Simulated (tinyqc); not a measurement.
Spin coating of a resist or spin-on film: centrifugal thinning, evaporation and the final thickness (Emslie and Meyerhofer models): one step, computed by the program tinyqc.

A Newtonian film stays uniform over the wafer; solvent and solids have the same density and the concentration is uniform through the thickness.

Question. Thinning without evaporation. dh/dt = -K h^3 gives h = h0/sqrt(1 + 2 K h0^2 t); for long times h = 1/sqrt(2 K t).

Inputs (values chosen for the exercise, of the order of those of a polymer resist in an ester solvent): starting thickness h0 = 200 micrometre; time t = 7.7 s.

flow constant K = 0.002949065 1/(micrometre^2 s)

Give: h(t) without evaporation; long-time form; time 1/(2 K h0^2).

Answer.

h(t) without evaporation = 4.6911 micrometre

long-time form = 4.6924 micrometre

time 1/(2 K h0^2) = 0.0042386 s

The long-time form is within 0.028 %: the starting thickness is forgotten. Caution: above a Reynolds number of about 3e5 the air flow near the rim turns turbulent, and evaporation is no longer uniform.
